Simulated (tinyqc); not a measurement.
Threshold spread from leakage statistics.

Problem. VT is Gaussian with standard deviation s and Ioff goes as exp(-VT/(n Vt)), so Ioff is log-normal: mean/median = exp(w^2/2) with w = s/(n Vt). Find w, s, the relative standard deviation sqrt(exp(w^2) - 1) and the share of devices that leak more than the mean, erfc(w/(2 sqrt(2)))/2.

Parameters, values chosen for the exercise:

| symbol | value | unit | meaning |
|---|---|---|---|
| T | 300 | K | temperature |
| n | 1.44 |  | subthreshold factor |

Constants: q = 1.602176634e-19 C, kB = 1.380649e-23 J/K, Vt = kB T/q. Results are converted to the units shown.

mean/median of the off current = 1.4937348

Solution. w = sqrt(2 ln(mean/median)); the mean lies w/2 standard deviations out in ln Ioff.

w = 0.896
s = 33.3 mV
relative standard deviation = 1.11
share above the mean = 32.7 %

Computed by the program tinyqc: `OMP_NUM_THREADS=1 python tinyqc.py 2090008 2090009 out.jsonl`, one thread of a shared Intel Xeon 2.30GHz, about 0.01 s for the whole run.
